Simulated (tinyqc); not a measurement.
Piezoresistors in the (001) plane of a cubic crystal: one step of the calculation.

Plane stress in crystal axes x = [100], y = [010]. First-order piezoresistance: d rho_xx/rho = p11 sxx + p12 syy, d rho_yy/rho = p12 sxx + p11 syy, d rho_xy/rho = p44 sxy; a resistor along d = (cos th, sin th) changes by dR/R = d.(d rho/rho).d. Changes of geometry and second-order terms are left out.

Task. Change of the resistivity tensor. As in the introduction.

Parameters, values chosen for the exercise; coefficients close to those of lightly doped n-type silicon: piezoresistive coefficient p11 = -108 x 1e-11/Pa; piezoresistive coefficient p12 = 52.8 x 1e-11/Pa; piezoresistive coefficient p44 = -13 x 1e-11/Pa; stress sxx Sx = -183 MPa; stress syy Sy = -132 MPa; shear stress sxy St = -41 MPa.

Wanted: d rho/rho.

Result.

d rho/rho (%):
```
       x     y
x  12.79  0.53
y   0.53  4.59
```

Program tinyqc, `OMP_NUM_THREADS=1 python tinyqc.py 2530083 2530084 out.jsonl`; Intel Xeon 2.30GHz, shared host, one thread, about 0.01 s.
